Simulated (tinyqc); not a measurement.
# Estimate of lattice thermal conductivity from elastic moduli (Slack, Klemens and Cahill formulas), step by step

A worked calculation. Computed by tinyqc, a small Python program that keeps every step. Command: `OMP_NUM_THREADS=1 python tinyqc.py 3002773 3002774 out.jsonl slack walk`. One thread of a shared host (Intel(R) Xeon(R) Processor @ 2.30GHz), about 0.01 s of CPU time with the checks. Intermediate numbers are printed to about 6 digits and carried at full precision; extremes and crossings named in words are read from the listed rows.

An isotropic solid.

Inputs (values chosen for the exercise, for a model crystal):

| quantity | value | unit |
|---|---|---|
| bulk modulus B | 196 | GPa |
| shear modulus G | 107 | GPa |
| volume per atom V | 11.1 | angstrom^3 |
| mean atomic mass M | 140 | u |
| atoms per primitive cell n | 5 | - |
| temperature T | 300 | K |
| disorder parameter Gamma | 0.00015 | - |
| grain size d | 56 | nm |

Grueneisen parameter: from the Poisson ratio.

Constants: u = 1.6605390666e-27 kg; hbar = 1.054571817e-34 J s; k_B = 1.380649e-23 J/K; h = 6.62607015e-34 J s.

## Velocities, Poisson ratio and Debye temperature

rho = M/V; vL = sqrt((B + 4G/3)/rho), vT = sqrt(G/rho); v_m = [(vL^-3 + 2 vT^-3)/3]^(-1/3); Poisson ratio sigma = (3B - 2G)/(6B + 2G); Theta = hbar v_m (6 pi^2/V)^(1/3)/k_B.

density rho = 20943.7 kg/m^3

vL = 4021.23 m/s

vT = 2260.29 m/s

v_m = 2515.05 m/s

Poisson ratio sigma = 0.269065

Debye temperature Theta = 335.672 K

## Grueneisen parameter

Empirical rule gamma = (3/2) (1 + sigma)/(2 - 3 sigma).

Grueneisen parameter gamma = 1.59590

## Conductivity of the perfect crystal

Slack, an estimate for T near or above Theta_a: kappa = A M Theta_a^3 delta n^(1/3)/(gamma^2 T) in W/(m K), with M in u, delta = V^(1/3) in angstrom, Theta_a = Theta n^(-1/3) and A = 2.43e-6/(1 - 0.514/gamma + 0.228/gamma^2).

acoustic Debye temperature Theta_a = 196.302 K

A = 3.16635e-06

kappa of the perfect crystal = 16.7403 W/(m K)

## Point defects and grains

High-temperature forms with the classical heat capacity. Klemens: kappa/kappa_0 = arctan(u)/u, u^2 = pi^2 Theta V Gamma kappa_0/(h v_m^2). Grains: 1/kappa_poly = 1/kappa + 1/(C v_m d/3), C = 3 k_B/(n V), the acoustic branches alone.

disorder scale u = 0.148430

kappa with point defects = 16.6189 W/(m K)

grain-boundary limit = 35.0368 W/(m K)

kappa of the polycrystal = 11.2722 W/(m K)

For small u the loss is about u^2/3 = 0.007. Grains remove a further 32 %.

## Minimum conductivity

Cahill minimum: kappa_min = (pi/6)^(1/3) k_B V^(-2/3) sum over L, T, T of v (T/Theta_i)^2 int_0^(Theta_i/T) x^3 e^x/(e^x - 1)^2 dx, Theta_i = Theta v_i/v_m (64 Gauss-Legendre points). Its high-temperature limit is (1/2) (pi/6)^(1/3) k_B V^(-2/3) (vL + 2 vT).

kappa_min = 0.880390 W/(m K)

its high-temperature limit = 0.955113 W/(m K)

kappa_poly/kappa_min = 12.8037

## All estimates against temperature

The formulas are those given above.

Kappa (W/(m K)):

| T (K) | perfect crystal | with point defects | polycrystal | minimum |
|---|---|---|---|---|
| 200 | 25.1104 | 24.8391 | 14.5348 | 0.802300 |
| 300 | 16.7403 | 16.6189 | 11.2722 | 0.880390 |
| 400 | 12.5552 | 12.4867 | 9.2059 | 0.911549 |
| 550 | 9.1311 | 9.0947 | 7.2205 | 0.931550 |
| 750 | 6.6961 | 6.6765 | 5.6079 | 0.942291 |
| 1000 | 5.0221 | 5.0111 | 4.3840 | 0.947857 |
| 1300 | 3.8631 | 3.8566 | 3.4742 | 0.950805 |
| 1700 | 2.9542 | 2.9503 | 2.7212 | 0.952589 |

The perfect crystal follows 1/T. With point defects the exponent runs from -0.99 to -1.00 (the strong-disorder limit is -1/2), and with grains from -0.63 to -0.91. At the highest T it is still 2.9 times the minimum.

Checks made by the program: arctan(u)/u against the Debye integral of 1/(1 + u^2 y^2) (relative difference below 1e-10).
